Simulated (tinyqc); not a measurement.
Saturation velocity and mobility from two gate lengths.

Inverse problem. Isat = Cox vsat Vg (x - 1)/(x + 1) per width, x = sqrt(1 + 2 mu Vg/(m vsat L)), with no series resistance and the same overdrive Vg and mu at both lengths. Find vsat and mu.

Inputs (values chosen for the exercise): gate capacitance Cox = 1.04 uF/cm^2; body factor m = 1.05.

Vg = 2.14 V
Isat at L = 0.07 and 0.35 um (uA/um): 1491.8052  841.78187

Answer. The ratio of the currents depends on c = 2 mu Vg/(m vsat) alone and falls steadily from L2/L1 to 1 as c grows, so it fixes c; either current then gives vsat.

vsat = 1.10e7 cm/s
mu = 302 cm^2/(V s)

Program tinyqc, `OMP_NUM_THREADS=1 python tinyqc.py 2500004 2500005 out.jsonl`; Intel Xeon 2.30GHz, shared host, one thread, about 0.01 s.
